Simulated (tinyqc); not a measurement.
Thickness series: Landau-Devonshire theory of a uniaxial ferroelectric. Computed by tinyqc, a small Python program. Command: `OMP_NUM_THREADS=1 python tinyqc.py 3029976 3029977 out.jsonl ferro walk`. One thread of a shared host (Intel(R) Xeon(R) Processor @ 2.30GHz), about 0.01 s of CPU time with the checks.

G(P) = (alpha/2) P^2 + (beta*/4) P^4 + (gamma/6) P^6 - E P per volume, SI units, one domain, P along the polar axis, which is normal to the film.

Inputs (values chosen for the exercise, modelled on barium titanate):

| quantity | value | unit |
|---|---|---|
| alpha_0 | 659000 | J m/(C^2 K) |
| Curie-Weiss temperature T0 | 381 | K |
| beta | -8.22e+08 | J m^5/C^4 |
| gamma | 1.67e+10 | J m^9/C^6 |
| temperature T | 308 | K |
| misfit strain u_m | -0.018 | - |
| electrostriction Q12 | -0.043 | m^4/C^2 |
| compliance s11 + s12 | 5.6e-12 | m^2/N |
| film thickness d | 5.6 | nm |
| screening length lambda | 0.04 | nm |
| background permittivity eps_b | 5 | - |
| series capacitance C_d | 1.8 | microfarad/cm^2 |

Sample: epitaxial film.

Constants: eps_0 = 8.8541878128e-12 F/m.

Method:
- alpha = alpha_0 (T - T0*), with clamping: T0* = T0 + 4 Q12 u_m/(alpha_0 (s11 + s12)), beta* = beta + 4 Q12^2/(s11 + s12).
- Ps^2 = [-beta* + sqrt(beta*^2 - 4 alpha gamma)]/(2 gamma).
- chi = 1/(eps_0 G''), G'' = alpha + 3 beta* P^2 + 5 gamma P^4 at Ps. Ps, chi and the coercive field are for perfect screening, without a depolarising field. The intrinsic coercive field is |alpha P + beta* P^3 + gamma P^5| at the P_c where G'' = 0. 1 C/m^2 = 100 microcoulomb/cm^2.
- Between shorted electrodes with screening length lambda each, the depolarising field is -k P, k = 2 lambda/(eps_0 (d + 2 lambda eps_b)), so alpha turns into alpha + k.
- The polar state is the lowest uniform state while alpha + k < 0 (beta* > 0) or < 3 beta*^2/(16 gamma) (beta* < 0); setting the equality gives the critical thickness d_c.
- Domains are left out, though they can pre-empt both the loss of P and the state at P = 0. The second and third columns are for the shorted capacitor, polar only where it is the lowest uniform state: alpha + k < 0 (beta* > 0) or < 3 beta*^2/(16 gamma) (beta* < 0). The last column is another circuit, the film in series with C_d at P = 0: 1/C = (alpha d)/(1 + alpha eps_0 eps_b) + 1/C_d, and P = 0 is locally stable while 1/C > 0; a dash marks the rest.

alpha = -6.00964e+08 J m/C^2

beta* = 4.98714e+08 J m^5/C^4

critical thickness d_c = 14.6346 nm

spontaneous polarisation Ps = 41.8754 microcoulomb/cm^2

Against thickness:

| d (nm) | P (microcoulomb/cm^2) | depolarising field (MV/m) | C of the stack / C_d |
|---|---|---|---|
| 1 | 0.000 | 0.00 | 1.0112 |
| 2 | 0.000 | 0.00 | 1.0227 |
| 3 | 0.000 | 0.00 | 1.0345 |
| 5 | 0.000 | 0.00 | 1.0588 |
| 8 | 0.000 | 0.00 | 1.0976 |
| 15 | 13.372 | 78.46 | 1.2000 |
| 30 | 34.750 | 103.28 | 1.5001 |
| 60 | 38.749 | 57.96 | 3.0010 |
| 150 | 40.701 | 24.45 | - |

What follows from these numbers?

The polar state appears between 8 and 15 nm (d_c = 14.6 nm), and at 150 nm P is 97.2 % of Ps. The stack exceeds C_d wherever it is stable, up to 3.00 times: the ferroelectric held at P = 0 acts as a negative capacitance. Caution: the strain shifts T0 by more than 500 K here, which is beyond the range where constant coefficients hold. Caution: far below T0* the expansion with linear alpha(T) is only a fit.

Extremes, crossings and ranges named in words are read from the listed rows.
